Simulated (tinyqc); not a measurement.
# Worked calculation: ballistic conductance of a hard-wall wire of rectangular section by counting modes

Program tinyqc, `OMP_NUM_THREADS=1 python tinyqc.py 2740045 2740046 out.jsonl`; Intel Xeon 2.30GHz, shared host, one thread, about 0.4 s. Printed values are rounded.

Subband edges E_(a,b) = (C pi^2/m) [(a/W)^2 + (b/Hh)^2], a, b = 1, 2, ...; C = hbar^2/(2 m0). Every mode transmits fully; spin gives the factor 2 in 2 q^2/h, valleys the factor gv.

Values chosen for this exercise: temperature T = 77 K; mass m = 0.064 m0; valleys gv = 1; Fermi energy above the bulk band edge Ef = 0.163 eV; width W = 26 nm; height Hh = 17 nm; highest subband edge listed Et = 0.204 eV.

Constants: q = 1.602176634e-19 C, kB = 1.380649e-23 J/K, hbar = 1.054571817e-34 J s, h = 6.62607015e-34 J s, m0 = 9.1093837015e-31 kg, Vt = kB T/q, hbar^2/(2 m0) = 0.0380998212 eV nm^2. Results are converted to the units shown.

## Subband edges and their occupation

List the edges below Et; each adds its degeneracy times f = 1/(1 + exp((E_n - Ef)/Vt)) to the thermal mode count.

```
mode  edge (eV)  degeneracy         f
1,1   0.0290219           1  1.000000
2,1   0.0550965           1  1.000000
1,2   0.0900129           1  0.999983
3,1   0.0985541           1  0.999939
2,2   0.1160875           1  0.999151
4,1   0.1593948           1  0.632589
3,2   0.1595451           1  0.627306
1,3   0.1916647           1  0.013125
```

## Conductance and ballistic resistance

G = (2 q^2/h) gv M; at zero temperature M counts the edges below Ef, at T it is the sum of degeneracy times f. The smooth (Sharvin) count is kF^2 A/(4 pi), kF = sqrt(m Ef/C), A = W Hh, perimeter p = 2 (W + Hh), and with the boundary term kF^2 A/(4 pi) - kF p/(4 pi). The sum runs over the edges listed.

M at zero temperature = 7
M at T = 6.272093
G = 485.9675 uS
resistance 1/G = 2.057751 kohm
smooth count = 9.630682

The smooth count is 54 % above M at T. With the boundary term it is 6.05.
